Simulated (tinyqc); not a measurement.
Two-dimensional dopant profile at a mask edge: lateral junction, overlap and effective channel length: one step, computed by the program tinyqc.

Ions enter for y < 0; the mask (spacer, then gate) covers y > 0. x is the depth. The surface reflects dopant during the anneal.

Problem. Lateral junction at the surface. Widths s_x^2 = (vertical straggle)^2 + 2 D t, s_y^2 = (lateral straggle)^2 + 2 D t. C(x, y) = V(x) (1/2) erfc(y/(sqrt2 s_y)), V(x) = Q/(sqrt(2 pi) s_x) [exp(-(x - R_p)^2/(2 s_x^2)) + exp(-(x + R_p)^2/(2 s_x^2))]; 1 nm = 1e-7 cm. The lateral junction at depth x solves C = C_B: y_j(x) = sqrt2 s_y erfc^-1(2 C_B/V(x)). Overlap under the gate = y_j(0) - spacer; metallurgical channel L_met = L_g - 2 overlap (tails from the two sides are not added). Abruptness at y_j(0) in nm per decade = ln(10) s_y sqrt(pi/2) exp(u^2) erfc(u), u = y_j/(sqrt2 s_y). Overlap capacitance per width = 3.9 eps_0 overlap/t_ox (zero if there is no overlap).

Inputs (values chosen for the exercise, modelled on a source-drain extension in silicon):
```
quantity              value    unit
channel doping C_B  2.6e+17  1/cm^3
gate length L_g         310      nm
offset spacer            24      nm
oxide thickness         3.7      nm
```

s_y = 45.56314 nm

V at the surface = 7.009682e+19 1/cm^3

vertical junction x_j = 212.0280 nm

Constants: eps_0 = 8.8541878128e-12 F/m.

Give: lateral junction y_j(0); ratio y_j(0)/x_j; overlap; metallurgical channel L_met; lateral abruptness; overlap capacitance.

Solution.

lateral junction y_j(0) = 122.0 nm

ratio y_j(0)/x_j = 0.5754

overlap = 97.99 nm

metallurgical channel L_met = 114.0 nm

lateral abruptness = 35.15 nm/decade

overlap capacitance = 0.9146 fF/um

The two overlaps take 63 % of the gate length.
